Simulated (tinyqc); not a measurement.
# Permittivity and interface capacitance from two thicknesses

Problem. 1/C = t/(eps0 ek) + 2/ci for planar capacitors that differ only in thickness. Find ek, ci and the EOT of the interfaces, 2 x 3.9 eps0/ci.

Constants: eps0 = 8.8541878128e-14 F/cm where lengths are in cm. Results are converted to the units shown.

C at t = 6.6 and 20 nm (uF/cm^2): [4.6080597, 1.5717396]

Answer. 1/C is a straight line in t: the slope gives ek and the intercept 2/ci. A single thickness would give only the effective permittivity; when the interfaces are a small part of 1/C, ci needs very accurate data.

ek = 36.10
ci = 190.0 uF/cm^2
EOT of the interfaces = 0.03635 nm

tinyqc, about 0.01 s, one thread, Intel Xeon 2.30GHz (shared host): `OMP_NUM_THREADS=1 python tinyqc.py 2102102 2102103 out.jsonl`
